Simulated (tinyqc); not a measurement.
# Changing the time t

Model: classical nucleation, growth and JMAK kinetics of crystallisation from a melt or glass. Computed by tinyqc, a small Python program. Command: `OMP_NUM_THREADS=1 python tinyqc.py 3031399 3031400 out.jsonl nucl sweep`. One thread of a shared host (Intel(R) Xeon(R) Processor @ 2.30GHz), about 0.01 s of CPU time with the checks.

A spherical nucleus with a sharp interface of isotropic energy gamma; lambda = Omega^(1/3) is the jump distance.

Inputs (values chosen for the exercise, for a model substance): melting point T_m = 1330 K; heat of melting per volume H = 1350 J/cm^3; interface energy gamma = 0.113 J/m^2; atomic volume Omega = 25.7 angstrom^3; temperature T = 823 K; diffusion prefactor D0 = 9.9e-06 m^2/s; activation energy Q = 1.12 eV.

Nucleation: homogeneous. Driving force: Turnbull (linear).

Constants: k_B = 8.617333262e-05 eV/K; k_B = 1.380649e-23 J/K.

Method:
- Driving force per volume: dG = H (T_m - T)/T_m.
- Shape factor f = 1.
- W(r) = f [4 pi r^2 gamma - (4/3) pi r^3 dG]; r* = 2 gamma/dG; W* = f 16 pi gamma^3/(3 dG^2); n* = f (4/3) pi r*^3/Omega.
- D = D0 exp(-Q/(k_B T)); attachment rate k+ = (A*/lambda^2) D/lambda^2 with A* = 4 pi r*^2; Zeldovich factor Z = sqrt(W*/(3 pi k_B T))/n*; sites per volume N = 1/Omega; I = N Z k+ exp(-W*/(k_B T)); lag time = 1/(4 pi Z^2 k+).
- Growth (Wilson-Frenkel): u = (D/lambda) [1 - exp(-dG Omega/(k_B T))].
- D = D0 exp(-Q/(k_B T)).
- JMAK with steady nucleation and growth, nuclei spread at random: extended fraction X_e = (pi/3) I u^3 t^4, X = 1 - exp(-X_e); t_X = [-3 ln(1 - X)/(pi I u^3)]^(1/4); final grains per volume = Gamma(5/4) (3/pi)^(1/4) (I/u)^(3/4), Gamma(5/4) = 0.9064024771. Grain size = (grains per volume)^(-1/3).

One run for each value:
```
time t (s)  fraction X at t  extended fraction
1.20e-07         2.6179e-03         2.6213e-03
1.60e-07         8.2504e-03         8.2846e-03
2.00e-07         2.0023e-02         2.0226e-02
2.60e-07         5.6131e-02         5.7768e-02
3.40e-07         1.5543e-01         1.6893e-01
4.40e-07         3.7737e-01         4.7381e-01
5.80e-07         7.6082e-01         1.4306e+00
7.50e-07         9.8168e-01         3.9998e+00
9.70e-07         9.9999e-01         1.1191e+01
```

What does the table show, and why?

Over the rows, fraction X at t rises from 0.00262 to 1.000 (exponent d ln y / d ln x 4.0 between the first rows and 0.072 between the last); extended fraction rises from 0.00262 to 11.2 (exponent d ln y / d ln x about 4.0 throughout). The extended fraction counts overlapping grains and goes as t^4 (one power from nucleation, three from growth); X follows it while small and saturates as grains impinge.
